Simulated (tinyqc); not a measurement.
MESFET, gradual channel with velocity saturation: two steps of the calculation.

A uniformly doped n-type channel, depleted from the top by a Schottky gate; at channel potential V the depleted share of a is u = sqrt((Vbi - Vg + V)/Vp), s at the source. Electrons drift with v = mu E/(1 + mu E/vsat). Abrupt depletion edge, no series resistance, source at 0.

Values chosen for this exercise: gate voltage Vg = 0 V; drain voltage Vd = 2.1 V.

Question 1. Current below saturation. u = sqrt((Vbi - Vg + Vd)/Vp). I = (G0 Vp/3) F/(1 + Z (u^2 - s^2)), F = 3 (u^2 - s^2) - 2 (u^3 - s^3), with u at V = Vd; Z = 0 gives constant mobility, for which u stops at 1.

Vbi = 0.64335044 V
Vp = 4.6105079 V
G0 = 1.2591186 mS
Z = 0.097149988
s = 0.37355058

Find: u; F; I for Z = 0; I.

Answer 1.

u = 0.77138
F = 0.55272
I for Z = 0 = 1.0696 mA
I = 1.0242 mA

The falling mobility lowers the current by 4.24 %.

Question 2. The saturation point by Newton steps. a is the channel (half-)thickness, Vp its pinch-off voltage and Z = mu Vp/(vsat L); an iterate with u > 1 is an overshoot, not a physical state. f = (1 - u)(1 + Z (u^2 - s^2)) - Z F/3, F = 3 (u^2 - s^2) - 2 (u^3 - s^3); f' = -(1 + Z (u^2 - s^2)); u(new) = u - f/f'.

u after iteration 1 = 0.98567213
Z = 0.097149988
s = 0.37355058

Give: f; f'; u after iteration 2.

Answer 2.

f = -0.006697
f' = -1.081
u after iteration 2 = 0.9795

tinyqc, about 0.08 s, one thread, Intel Xeon 2.30GHz (shared host): `OMP_NUM_THREADS=1 python tinyqc.py 2500127 2500128 out.jsonl`
